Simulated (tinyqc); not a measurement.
Inside a calculation: delta-doped layer in the Thomas-Fermi potential. Values are carried at full precision from step to step, so a last printed digit may differ when a step is redone from the rounded ones.

All donors ionised in the plane z = 0, zero temperature, energies from the Fermi level EF of the Thomas-Fermi model, which lies at the bulk band edge; c = hbar^2/2m0, q = e^2/(4 pi eps0). Layer in a (001) plane: two valleys with m_z = ml, m_d = mt (unprimed) and four with m_z = mt, m_d = sqrt(ml mt) (primed); m3 = (ml mt^2)^(1/3), gv = 6. With n = (gv/3 pi^2)(m3 (-V)/c)^(3/2) and V'' = -(4 pi q/eps) n for z > 0, the solution is V = -b/(|z| + z0)^4 with sqrt(b) = 20/K, K = (4 pi q/eps)(gv/3 pi^2)(m3/c)^(3/2), and z0^5 = 4b/(e F0), e F0 = 2 pi q N/eps; 1e13/cm^2 = 1e-3/angstrom^2. Exchange and correlation are left out.

Constants: hbar^2/2m0 = 3.80998211 eV angstrom^2; e^2/(4 pi eps0) = 14.39964547 eV angstrom.

Inputs chosen for the exercise (near those of a delta-doped layer in Si; shifted at random, so the results belong to these values and not to a real crystal):

| symbol | value | unit | meaning |
|---|---|---|---|
| ml | 0.924 | m0 | longitudinal mass |
| mt | 0.191 | m0 | transverse mass |
| eps | 12 |  | dielectric constant |
| N | 1.6 | x 1e13/cm^2 | donor sheet density |

## The Thomas-Fermi well

Give K, b, e F0, z0 and the depth b/z0^4.

K = 0.075439 eV^(-1/2) angstrom^-2
b = 70286 eV angstrom^4
e F0 = 0.012063 eV/angstrom
z0 = 29.75 angstrom
depth = 0.0897 eV

Half of the electrons lie within |z| < (2^(1/5) - 1) z0 = 4.4 angstrom. The mean donor spacing in the plane is 25.0 angstrom, against a Bohr radius 0.529177 eps/m3 = 19.7 angstrom: the spacing is not small against it, so the smeared sheet is a crude model.

## Profile

V = -b/(|z| + z0)^4, n and the share of electrons beyond |z|, (z0/(|z| + z0))^5, at z = 0, 0.1, 0.25, 0.5, 1 and 2 times z0; n = (eps/(4 pi q)) 20 b/(|z| + z0)^6, q = e^2/(4 pi eps0), 1/angstrom^3 = 1e24/cm^3.

Profile:

| z (angstrom) | V (eV) | n (1e19/cm^3) | share beyond |
|---|---|---|---|
| 0.0 | -0.0897 | 13.4 | 1.000 |
| 3.0 | -0.0613 | 7.59 | 0.621 |
| 7.4 | -0.0368 | 3.52 | 0.328 |
| 14.9 | -0.0177 | 1.18 | 0.132 |
| 29.8 | -0.0056 | 0.210 | 0.031 |
| 59.5 | -0.0011 | 0.0184 | 0.004 |

## Subbands

Subbands solve -(c/m_z) psi'' + V psi = E psi on 1280 points of spacing z0/80; up to ten levels for each group, kept if bound with an rms width below 2.5 z0.

List the bound levels with their rms width.

Subbands:

| label | valleys g | m_d (m0) | E (eV) | rms z (angstrom) |
|---|---|---|---|---|
| 0 | 2 | 0.1910 | -0.0335 | 10.3 |
| 0' | 4 | 0.4201 | -0.0170 | 26.8 |
| 1 | 2 | 0.1910 | -0.0015 | 55.3 |

The lowest level lies 63 % of the way up the well, and 0' follows 16 meV higher.

## Filling the subbands

At zero temperature n_i = g m_d (mu - E_i)/(2 pi c) for E_i < mu, c = hbar^2/2m0; find mu from sum n_i = N (1e13/cm^2 = 1e-3/angstrom^2).

mu = -0.0015 eV

n_i in the order of the list (1e13/cm^2): 0.510  1.090  0.000

2 subbands filled in part, the lowest with 32 % of the electrons. The potential was built for a Fermi level at 0; filling its quantised levels puts mu 1.7 % of the depth below that; with so few subbands the Thomas-Fermi picture is crude, and a close match would be chance. The fullest is 0', with 68 %.

## Estimate from a V-shaped well

Near z = 0 the well is -depth + e F0 |z|, whose levels are a (c (e F0)^2/m_z)^(1/3) with a = 1.018793 (even) and 2.338107 (odd); c = hbar^2/2m0, m_z = ml, for the unprimed levels.

levels 0 and 1 (eV): -0.0038  0.1075

Level 0 comes out 30 meV too high, since screening flattens the true well away from the plane, and level 1 lands above the rim at 0.

## Checks

- Integral of the Thomas-Fermi density against N, 1e13/cm^2: both 1.600.
- Lowest level on a finer grid (z0/200), eV: both -0.033.

(tinyqc, `OMP_NUM_THREADS=1 python tinyqc.py 1251778 1251779 out.jsonl`, Intel(R) Xeon(R) Processor @ 2.30GHz, 1 thread, shared host, about 0.2 s.)
